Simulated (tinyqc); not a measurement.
# A chain with two barriers and dephasing by Buettiker voltage probes: what changes with what

Sites 1 to 4 form a chain with hopping -t. Lead L joins site 1 and lead R site 4, both semi-infinite chains with hopping -t and site energy 0. Every site carries a probe with self-energy -i Gamma_p/2 that draws no net current. Linear response at zero temperature: mu_L = 1, mu_R = 0 in units of the bias.

Parameters, values chosen for the exercise: hopping (matrix element -t) t = 1 eV; site energies 1 to N U = [3, 0, 0, 3.3] eV; Fermi energy E = 0.64 eV; probe broadening Gamma_p gp = 0.12 eV.

Constants: q = 1.602176634e-19 C, h = 6.62607015e-34 J s. Results are converted to the units shown.

Each table varies one quantity; the others keep the values above.

## Coherent and dephased transmission against energy

Sigma = t^2 g(E), g(x) = (x - i sqrt(4 t^2 - x^2))/(2 t^2) for |x| < 2 t and (x - sign(x) sqrt(x^2 - 4 t^2))/(2 t^2) otherwise; Gamma = -2 Im Sigma; G = (E - H - Sigma_L - Sigma_R + i Gamma_p/2)^(-1). With Gamma the broadening by one lead, T_RL = Gamma^2 |G_(4,1)|^2, T_pL = Gamma Gamma_p |G_(p,1)|^2, T_pR = Gamma Gamma_p |G_(p,4)|^2, T_pq = Gamma_p^2 |G_(p,q)|^2 for p != q. No current into probe p: W mu = T_pL with W_pp = T_pL + T_pR + sum_q T_pq and W_pq = -T_pq. Then T_eff = T_RL + sum_p T_pR mu_p, and the resistance is (h/2q^2)/T_eff. Without probes means Gamma_p = 0.

Coherent and dephased transmission against energy:

| E (eV) | T without probes | T_eff |
|---|---|---|
| -1.8 | 0.0013698 | 0.0070015 |
| -1.5 | 0.021929 | 0.057059 |
| -1.2 | 0.51767 | 0.38697 |
| -0.9 | 0.046478 | 0.072405 |
| -0.6 | 0.027588 | 0.038497 |
| -0.3 | 0.027486 | 0.035314 |
| 0 | 0.039177 | 0.050440 |
| 0.3 | 0.090596 | 0.11805 |
| 0.6 | 0.66347 | 0.51691 |
| 0.9 | 0.14552 | 0.19535 |
| 1.2 | 0.023772 | 0.043477 |
| 1.5 | 0.0068569 | 0.014577 |
| 1.8 | 0.0017507 | 0.0048401 |

What does the table show?

Without probes T lies between 0.00137 and 0.663 in these rows, with them between 0.00484 and 0.517. The probes lower it in 2 rows and raise it in 11; the largest relative gain is at E = -1.8 eV, where the coherent value is 0.00137.

## Effect of the dephasing strength

Same model as above.

Effect of the dephasing strength:

| gp (eV) | T_RL | through probes | T_eff | resistance (kohm) |
|---|---|---|---|---|
| 0.011 | 0.81109 | 0.045743 | 0.85683 | 15.063 |
| 0.021 | 0.74343 | 0.080213 | 0.82364 | 15.670 |
| 0.039 | 0.64056 | 0.12888 | 0.76944 | 16.774 |
| 0.075 | 0.48826 | 0.19060 | 0.67886 | 19.012 |
| 0.14 | 0.32069 | 0.23810 | 0.55879 | 23.097 |
| 0.27 | 0.16550 | 0.24826 | 0.41376 | 31.193 |
| 0.51 | 0.068656 | 0.21733 | 0.28598 | 45.130 |
| 0.98 | 0.021284 | 0.17058 | 0.19186 | 67.269 |
| 1.9 | 0.0044412 | 0.13005 | 0.13450 | 95.961 |
| 3.5 | 5.8307e-4 | 0.096305 | 0.096888 | 133.21 |

Read the table: what changes, and by how much?

Without probes the transmission is 0.896. T_eff falls from 0.857 to 0.0969; the direct part falls from 0.811 to 5.83e-4 and the part through probes goes from 0.0457 through a maximum of 0.248 (at gp = 0.27 eV among the rows listed) to 0.0963. At this energy dephasing lowers T_eff from the start: the probes give back less than the direct part loses.

Computed by the program tinyqc: `OMP_NUM_THREADS=1 python tinyqc.py 2700041 2700042 out.jsonl`, one thread of a shared Intel Xeon 2.30GHz, about 0.01 s for the whole run.
